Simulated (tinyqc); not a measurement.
Square on-chip spiral inductor, lumped pi model: one step of the calculation.

Outer diameter do = di + 2 n wd + 2 (n - 1) sp, mean da = (do + di)/2, fill p = (do - di)/(do + di), length l = 4 n da. L = 2.34 mu0 n^2 da/(1 + 2.75 p), mu0 = 4 pi 1e-7 H/m. Rs = rho l/(wd delta (1 - exp(-th/delta))), delta = sqrt(rho/(pi f mu0)). Cs = n wd^2 eps0 eo/hu across the coil. At each end Cox = l wd eps0 eo/(2 ho) leads to the substrate branch Rsi = 2 rs he/(l wd) in parallel with Csi = l wd eps0 11.7/(2 he). With one end grounded Y = 1/(Rs + i w L) + i w Cs + 1/[1/(i w Cox) + 1/(1/Rsi + i w Csi)], w = 2 pi f; Q = -Im Y/Re Y. Eddy currents in neighbouring turns and in the substrate are left out.

Task. Admittance, quality factor and apparent inductance. Series branch 1/(Rs + i w L), substrate branch, total Y, Q = -Im Y/Re Y, apparent inductance Im(1/Y)/w, metal-only value w L/Rs, share of the loss in the substrate Re(substrate branch)/Re Y.

Values chosen for this exercise: frequency f = 2.2 GHz.

L = 4.3546021 nH
Rs = 5.6869027 ohm
Cs = 6.0676484 fF
Cox = 79.694974 fF
Rsi = 734.69988 ohm
Csi = 14.100179 fF

Find: series branch; substrate branch; Y; Q; apparent inductance; w L/Rs; share of the loss in the substrate.

Result.

series branch = 1.56-16.47i mS
substrate branch = 0.4675+0.6563i mS
Y = 2.02-15.73i mS
Q = 7.773
apparent inductance = 4.525 nH
w L/Rs = 10.58
share of the loss in the substrate = 23.11 %

Q is 73.4 % of the metal-only value.

tinyqc, about 0.01 s, one thread, Intel Xeon 2.30GHz (shared host): `OMP_NUM_THREADS=1 python tinyqc.py 2302032 2302033 out.jsonl`
